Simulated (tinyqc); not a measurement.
RKS/PBE in the sto-3g basis, for H4, spin multiplicity 1, step by step. One step of it, computed by the program tinyqc.

Task: Iteration 1: building the Kohn-Sham matrix. J_ij = sum D_kl (ij|kl); F = H + J + V_xc; E = tr D H + tr D J / 2 + E_xc + E_nn.

D at the start, lower triangle:
```
,1H 1s,2H 1s,3H 1s,4H 1s
1H 1s,0.768234
2H 1s,0.768234,0.768234
3H 1s,-0.318373,-0.318373,0.768234
4H 1s,-0.318373,-0.318373,0.768234,0.768234
```

core Hamiltonian H = T + V (hartree), lower triangle:
```
,1H 1s,2H 1s,3H 1s,4H 1s
1H 1s,-1.830847
2H 1s,-1.270375,-1.830847
3H 1s,-0.884704,-0.637591,-1.830847
4H 1s,-0.637591,-0.884704,-1.270375,-1.830847
```

Two-electron integrals (ij|kl) in chemists' order, unique and non-zero (hartree):
```
i,j,k,l,(ij|kl)
1,1,1,1,0.774606
2,1,1,1,0.369744
2,1,2,1,0.215834
2,2,1,1,0.519869
2,2,2,1,0.369744
2,2,2,2,0.774606
3,1,1,1,0.227853
3,1,2,1,0.115690
3,1,2,2,0.172465
3,1,3,1,0.092028
3,2,1,1,0.135483
3,2,2,1,0.080936
3,2,2,2,0.141539
3,2,3,1,0.056048
3,2,3,2,0.039329
3,3,1,1,0.418702
3,3,2,1,0.224038
3,3,2,2,0.349168
3,3,3,1,0.227853
3,3,3,2,0.141539
3,3,3,3,0.774606
4,1,1,1,0.141539
4,1,2,1,0.080936
4,1,2,2,0.135483
4,1,3,1,0.056048
4,1,3,2,0.038918
4,1,3,3,0.135483
4,1,4,1,0.039329
4,2,1,1,0.172465
4,2,2,1,0.115690
4,2,2,2,0.227853
4,2,3,1,0.070244
4,2,3,2,0.056048
4,2,3,3,0.172465
4,2,4,1,0.056048
4,2,4,2,0.092028
4,3,1,1,0.224038
4,3,2,1,0.131471
4,3,2,2,0.224038
4,3,3,1,0.115690
4,3,3,2,0.080936
4,3,3,3,0.369744
4,3,4,1,0.080936
4,3,4,2,0.115690
4,3,4,3,0.215834
4,4,1,1,0.349168
4,4,2,1,0.224038
4,4,2,2,0.418702
4,4,3,1,0.172465
4,4,3,2,0.135483
4,4,3,3,0.519869
4,4,4,1,0.141539
4,4,4,2,0.227853
4,4,4,3,0.369744
4,4,4,4,0.774606
```

nuclear repulsion = 2.80419031 hartree

V_xc (hartree), lower triangle:
```
,1H 1s,2H 1s,3H 1s,4H 1s
1H 1s,-0.464811
2H 1s,-0.260818,-0.464811
3H 1s,-0.160123,-0.112130,-0.464811
4H 1s,-0.112130,-0.160123,-0.260818,-0.464811
```

E_xc = sum of w rho eps_xc = -1.46460381 hartree

Give: Coulomb J; Kohn-Sham matrix F; total energy of this density.

Result:

Coulomb J (hartree), lower triangle:
```
,1H 1s,2H 1s,3H 1s,4H 1s
1H 1s,2.0654
2H 1s,1.1955,2.0654
3H 1s,0.7959,0.5531,2.0654
4H 1s,0.5531,0.7959,1.1955,2.0654
```

Kohn-Sham matrix F (hartree), lower triangle:
```
,1H 1s,2H 1s,3H 1s,4H 1s
1H 1s,-0.2303
2H 1s,-0.3356,-0.2303
3H 1s,-0.2489,-0.1966,-0.2303
4H 1s,-0.1966,-0.2489,-0.3356,-0.2303
```

total energy of this density = -2.100291 hartree
